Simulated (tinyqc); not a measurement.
Crystal pulling from the melt: segregation, interface stability, heat balance and point-defect regime: one step, computed by the program tinyqc. Command: `OMP_NUM_THREADS=1 python tinyqc.py 3027151 3027152 out.jsonl pull walk`. One thread of a shared host (Intel(R) Xeon(R) Processor @ 2.30GHz), about 0.01 s of CPU time with the checks.

A dilute solute; steady pulling with a flat interface unless it is found unstable.

Task: Boundary layer and effective coefficient. delta = 1.61 D^(1/3) nu^(1/6) omega^(-1/2), omega = 2 pi rpm/60; k_eff = k0/[k0 + (1 - k0) exp(-V delta/D)] (Burton, Prim and Slichter); the melt at the interface is enriched by k_eff/k0.

Inputs (values chosen for the exercise, modelled on carbon in silicon):
```
quantity,value,unit
equilibrium coefficient k0,0.07,-
diffusivity in the melt D,0.00018,cm^2/s
kinematic viscosity nu,0.003,cm^2/s
crystal rotation,20,rpm
pull rate V,0.51,mm/min
```

Give: boundary layer delta; V delta/D; k_eff; enrichment at the interface.

Result:

boundary layer delta = 238.5 micrometre

V delta/D = 0.1126

k_eff = 0.07770

enrichment at the interface = 1.110

k_eff has moved 0.8 % of the way from k0 to 1. A 10 % ripple of V gives striations of 1.04 % in C_s, since d ln k_eff/d ln V = (1 - k_eff) V delta/D.
